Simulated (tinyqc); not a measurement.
# Random telegraph noise from one oxide trap in a small MOSFET: what changes with what

An acceptor-like trap exchanges electrons with the channel. Inversion charge Q = Cox u, u = n Vt W0(exp((Vg - VT)/(n Vt))), W0 the Lambert function, n = nf, Cox = eps0 eox/tox; linear regime Id = (W/L) mu Q Vd. Relative to threshold the surface potential rises by Vt ln(u/u0) and the oxide voltage by the rest of Vg - VT, with u0 = n Vt W0(1).

Inputs (values chosen for the exercise); values of the order met in silicon transistors: temperature T = 350 K; relative permittivity of the gate insulator (close to aluminium oxide) eox = 8.9; insulator thickness tox = 4.6 nm; depth of the trap from the channel interface xt = 1.3 nm; trap level above the channel Fermi level at threshold E0 = 0.16 eV; capture prefactor s0 = 9e-16 cm^2; capture barrier (lattice relaxation) EB = 0.19 eV; tunnelling decay length lt = 0.19 nm; thermal velocity vth = 1.5e7 cm/s; thickness of the inversion layer zi = 2.1 nm; threshold voltage VT = 0.45 V; body factor nf = 1.14; gate width W = 41 nm; gate length L = 30 nm; mobility mu = 120 cm^2/(V s); scattering coefficient of the charged trap asc = 0 V s; drain voltage Vd = 0.05 V; gate voltage Vg = 0.82 V.

Constants: q = 1.602176634e-19 C, kB = 1.380649e-23 J/K, Vt = kB T/q, eps0 = 8.8541878128e-14 F/cm where lengths are in cm. Results are converted to the units shown.

Each table varies one quantity; the others keep the values above.

## Time constants and noise against gate voltage

N = Cox u/q; dpsi = Vt ln(u/u0); E = E0 - dpsi - (xt/tox)(Vg - VT - dpsi); capture time tc = 1/[(N/zi) vth s0 exp(-xt/lt - EB/Vt)]; emission time te = tc exp(-E/Vt); occupancy te/(tc + te). A = W L; threshold step dV = q (1 - xt/tox)/(Cox A); gm/Id = 1/(u + n Vt); relative step dI/I = (gm/Id) dV + asc mu/A. fc = (1/tc + 1/te)/(2 pi); rms = (dI/I) sqrt(tc te)/(tc + te).

Results:
```
Vg (V)     E (eV)     tc (s)     te (s)  occupancy  dI/I (%)   fc (Hz)  rms dI/I (%)
0.57     0.093537  8.4491e-6  3.8013e-7   0.043054    4.4654  4.3752e5       0.90637
0.63     0.067526  5.5599e-6  5.9256e-7   0.096313    3.2514  2.9721e5       0.95922
0.69     0.043776  4.0617e-6  9.5140e-7    0.18978    2.5140  2.0647e5       0.98583
0.75     0.021447  3.1686e-6  1.5561e-6    0.32936    2.0321  1.5250e5       0.95503
0.81    7.4892e-5  2.5837e-6  2.5773e-6    0.49938    1.6971  1.2335e5       0.84855
0.87    -0.020616  2.1742e-6  4.3067e-6    0.66453    1.4527  1.1016e5       0.68592
0.99    -0.060594  1.6427e-6  1.2248e-5    0.88174    1.1227  1.0988e5       0.36255
1.05    -0.080080  1.4615e-6  2.0792e-5    0.93432    1.0067  1.1655e5       0.24938
```

Estimate the missing row, Vg = 0.93 V.

Computed row:
```
Vg (V)     E (eV)     tc (s)     te (s)  occupancy  dI/I (%)   fc (Hz)  rms dI/I (%)
0.93    -0.040800  1.8729e-6  7.2444e-6    0.79458    1.2675  1.0695e5       0.51209
```

With this row back in the table: tc falls from 8.45e-6 to 1.46e-6 s as the channel fills and te rises from 3.80e-7 to 2.08e-5 s; they are equal at Vg = 0.810 V, where E = 0. The rms noise goes from 0.906 through a maximum of 0.986 (at Vg = 0.69 V among the rows listed) to 0.249 %. The slope -Vt d ln(tc/te)/dVg is 0.434 between the first two rows and 0.325 between the last two; it tends to xt/tox = 0.283 only when the surface potential stops moving.

## Effect of the gate length

Same model as above.

The same in every row: E (eV) = -0.0034152; tc (s) = 2.5056e-6; te (s) = 2.8060e-6; occupancy = 0.52828; fc (Hz) = 1.2024e5.

Effect of the gate length:
```
L (nm)  dI/I (%)  rms dI/I (%)
15        3.3023        1.6485
25        1.9814       0.98910
41        1.2082       0.60311
67       0.73932       0.36907
110      0.45031       0.22480
180      0.27519       0.13738
300      0.16511      0.082425
500     0.099069      0.049455
```

Read the table: what changes, and by how much?

As L goes from 15 to 500, tc stays at 2.51e-6 s, te stays at 2.81e-6 s and dI/I falls from 3.30 to 0.0991 %. The step goes as 1/(W L), while the times do not depend on the size.

Range of the model: VT is taken as given; short-channel effects and the uneven flow of current among few electrons are left out.

Numbers from tinyqc (`OMP_NUM_THREADS=1 python tinyqc.py 2710074 2710075 out.jsonl`; about 0.01 s on one thread of a shared Intel Xeon 2.30GHz).
